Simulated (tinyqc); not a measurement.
# Tunnelling through a two-layer gate stack, WKB transmission and Tsu-Esaki current: effect of temperature

Electrons leave the emitter at x = 0. Energies E (motion across the layers) are in eV from the emitter Fermi level; the collector Fermi level lies at -V and offers states at every E. No charge in the dielectric and no image force: F1 = V/(t1 + t2 eps1/eps2), F2 = F1 eps1/eps2; U = phi1 - F1 x in layer 1 and phi2 - F1 t1 - F2 (x - t1) in layer 2. With C = hbar^2/(2 m0), kappa = sqrt(m (U - E)/C) where U > E and 0 elsewhere; T(E) = exp(-S), S = 2 times the integral of kappa over x.

Each layer adds (2/F) sqrt(m/C) [G(u at its left edge) - G(u at its right edge)] to S, with u = U - E (0 where negative) and G(u) = (2/3) u^1.5. J = J0 times the integral of T(E) N(E) dE, N = ln[(1 + exp(-E/Vt))/(1 + exp((-E - V)/Vt))], J0 = q^2 me m0 kB T/(2 pi^2 hbar^3) (times 1e-4 for A/cm^2 per eV), from E = -Ef to far above the barrier (T = 1 there), by quadrature converged to the digits shown.

Inputs (values chosen for the exercise); layer 1 close to aluminium oxide, layer 2 close to hafnium oxide: Fermi energy of the emitter above its band bottom Ef = 0.27 eV; emitter mass in the supply function me = 0.67 m0; barrier of layer 1 above the emitter Fermi level at zero bias phi1 = 2.56 eV; tunnelling mass of layer 1 m1 = 0.41 m0; thickness of layer 1 t1 = 0.8 nm; relative permittivity of layer 1 eps1 = 8.78; barrier of layer 2 at zero bias phi2 = 1.45 eV; tunnelling mass of layer 2 m2 = 0.19 m0; thickness of layer 2 t2 = 2.2 nm; relative permittivity of layer 2 eps2 = 21.9; voltage across the dielectric V = 1.3 V.

Constants: q = 1.602176634e-19 C, kB = 1.380649e-23 J/K, hbar = 1.054571817e-34 J s, m0 = 9.1093837015e-31 kg, Vt = kB T/q, hbar^2/(2 m0) = 0.0380998212 eV nm^2. Results are converted to the units shown.

Effect of temperature:

| T (K) | J (A/cm^2) | mean E of the current (eV) |
|---|---|---|
| 50 | 45.57 | -0.1430 |
| 100 | 46.03 | -0.1415 |
| 200 | 47.93 | -0.1356 |
| 300 | 51.34 | -0.1250 |
| 400 | 56.82 | -0.1080 |
| 500 | 65.57 | -0.08064 |
| 600 | 80.08 | -0.03625 |
| 750 | 124.5 | 0.07450 |

What does the table show?

Between 50 and 300 K the current changes by a factor of 1.13, and between 300 and 750 K by 2.42; the mean energy of the current rises from -0.143 to 0.0745 eV. The transmission grows by a factor e over d = 0.107 eV near E = 0, equal to kB T/q at 1250 K: far below that temperature the thermal tail adds little.

tinyqc, about 0.04 s, one thread, Intel Xeon 2.30GHz (shared host): `OMP_NUM_THREADS=1 python tinyqc.py 2540002 2540003 out.jsonl`
